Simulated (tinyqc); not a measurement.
# Thermal resistances of a two-die stack

Question. Heat leaves through the lower die only, and the system is linear. Find the resistance R1 from the lower die to the coolant, R2 between the dies, and the rise of the upper die when both are powered.

Values chosen for this exercise:
- P1 = 23 W (power of the lower die)
- P2 = 3.6 W (power of the upper die)

rises of the lower and upper die with only the lower one powered (K): 9.43  9.43
rises of the lower and upper die with only the upper one powered (K): 1.476  1.656

Solution. With only the lower die powered no heat crosses R2, so both dies rise by P1 R1; the difference in the second test is P2 R2; rises add.

R1 = 0.410 K/W
R2 = 0.0500 K/W
rise of the upper die = 11.1 K

tinyqc, about 0.03 s, one thread, Intel Xeon 2.30GHz (shared host): `OMP_NUM_THREADS=1 python tinyqc.py 2162011 2162012 out.jsonl`
